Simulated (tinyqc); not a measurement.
# MOS structure on a p-type body, non-linear Poisson equation by Newton steps: effect of the electron quasi-Fermi potential against the body on threshold, swing and body effect

One dimension, insulator interface at x = 0, acceptor density Na, uniform, net doping C = -(acceptor density). psi is counted from the intrinsic level: n = ni exp((psi - Vb)/Vt), p = ni exp(-psi/Vt); deep in the body psi_b = -Vt ln(Na/ni). The gate acts through Cox = eps0 eox/tox and has the potential psi_G = Vg - (phiM - chi - Vt ln(Nc/ni)). Boltzmann statistics, full ionisation, classical densities, no oxide or interface charge.

ni = sqrt(Nc Nv) exp(-Eg/(2 Vt)), Eg in volts. The Poisson equation d/dx(eps0 eps_r dpsi/dx) = -q (p - n + C), with eps0 eps_r dpsi/dx = -Cox (psi_G - psi_0) at x = 0, is solved on a mesh of about 600 nodes or more. N_inv is the integral of n less its value deep in the body. VT is the Vg at which N_inv = 2e11 cm^-2. m = 1/(dpsi_0/dVg) at N_inv = 1e8 cm^-2; the swing is the Vg between N_inv = 1e8 and 1e9 cm^-2; body coefficient [VT(Vb + 0.05 V) - VT(Vb)]/0.05 V - 1.

Parameters, values chosen for the exercise; band and dielectric values close to those of silicon:
- T = 300 K (temperature)
- Eg = 1.13 eV (band gap)
- eps_r = 11.6 (relative permittivity)
- Nc = 2.76e19 cm^-3 (conduction-band density of states at T)
- Nv = 2.66e19 cm^-3 (valence-band density of states at T)
- chi = 4.13 eV (electron affinity)
- Na = 8.9e16 cm^-3 (acceptor density deep in the body)
- eox = 3.9 (relative permittivity of the gate insulator (close to silicon dioxide))
- tox = 10 nm (insulator thickness)
- phiM = 4.78 eV (gate work function)

Constants: q = 1.602176634e-19 C, kB = 1.380649e-23 J/K, Vt = kB T/q, eps0 = 8.8541878128e-14 F/cm where lengths are in cm. Results are converted to the units shown.

Effect of the electron quasi-Fermi potential against the body on threshold, swing and body effect:

| Vb (V) | VT (V) | psi_0 - psi_b at VT (V) | m - 1 | swing (mV/decade) | body coefficient |
|---|---|---|---|---|---|
| 0 | 1.13 | 0.904 | 0.303 | 79.0 | 0.280 |
| 0.3 | 1.51 | 1.21 | 0.252 | 75.6 | 0.239 |
| 0.6 | 1.87 | 1.51 | 0.220 | 73.6 | 0.212 |
| 0.9 | 2.23 | 1.81 | 0.198 | 72.1 | 0.193 |
| 1.2 | 2.59 | 2.11 | 0.182 | 71.1 | 0.178 |
| 1.5 | 2.94 | 2.42 | 0.169 | 70.3 | 0.166 |
| 1.8 | 3.29 | 2.72 | 0.159 | 69.6 | 0.156 |

What does the table show?

As Vb goes from 0 to 1.8, VT rises from 1.13 to 3.29 V, the swing falls from 79.0 to 69.6 mV/decade and the body coefficient falls from 0.280 to 0.156. The swing stays within 1.9 % of m Vt ln 10, and the body coefficient within 0.024 of m - 1.

Program tinyqc, `OMP_NUM_THREADS=1 python tinyqc.py 2080056 2080057 out.jsonl`; Intel Xeon 2.30GHz, shared host, one thread, about 0.4 s.
